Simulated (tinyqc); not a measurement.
Dispersion: Heisenberg magnet: exchange from energy differences, ordering vector, linear spin waves and ordering temperature. Computed by tinyqc, a small Python program. Command: `OMP_NUM_THREADS=1 python tinyqc.py 3006771 3006772 out.jsonl magnon walk`. One thread of a shared host (Intel(R) Xeon(R) Processor @ 2.30GHz), about 0.05 s of CPU time with the checks.

H = -sum over pairs <ij> J_ij S_i.S_j - K sum_i (S_i^z)^2, each pair once, J > 0 ferromagnetic. First neighbours: 6 at a (1, 0, 0), second: 12 at a (1, 1, 0), with all permutations and signs.

Inputs (values chosen for the exercise, for a model magnet): exchange J1 = -1.08 meV; exchange J2 = -0.076 meV; spin S = 2; single-ion anisotropy K = 0.026 meV; lattice constant a = 5.77 angstrom.

Lattice: simple cubic. Order: Neel (nearest neighbours antiparallel).

Method:
- g_s(q) = sum over shell s of cos(q.R), z1 = g1(0). A(q) = S [-J1 g1(0) + J2 (g2(0) - g2(q))] + (2S - 1) K, B(q) = S J1 g1(q), E(q) = sqrt(A^2 - B^2). The factor 2S - 1 removes the anisotropy for S = 1/2.
- sum R_x^2 over the shells is s1 = 2 a^2 and s2 = 8 a^2. Without K, E = c q with c = S sqrt(z1 |J1| (|J1| s1 + J2 s2)); the gap is E(0) = sqrt(k (k + 2 S z1 |J1|)), k = (2S - 1) K.
- J(q) = J1 g1(q) + J2 g2(q), g_s(q) = sum over shell s of cos(q.R).

gap = 1.42402 meV

spin-wave velocity c = 36.5965 meV angstrom

Energies (meV); X = (0.5, 0, 0), M = (0.5, 0.5, 0) in 2 pi/a:
```
line  fraction of the way    E(q)  sqrt(gap^2 + c^2 q^2)
G-X                  0.10   2.432                  2.449
G-X                  0.25   4.905                  5.181
G-X                  0.50   8.069                 10.064
G-X                  0.75   9.433                 15.012
G-X                  1.00   9.686                 19.977
G-M                  0.10   3.124                  3.157
G-M                  0.25   6.666                  7.187
G-M                  0.50  10.348                 14.161
G-M                  0.75  10.507                 21.182
G-M                  1.00   9.686                 28.215
```

What does the comparison show, and why?

At the end of the G-X rows the long-wave form is 2.06 times the true energy. At the end of the G-M rows the long-wave form is 2.91 times the true energy. It holds to 5 % in 2 of the ten rows; nearer the zone boundary the cosine flattens the band.
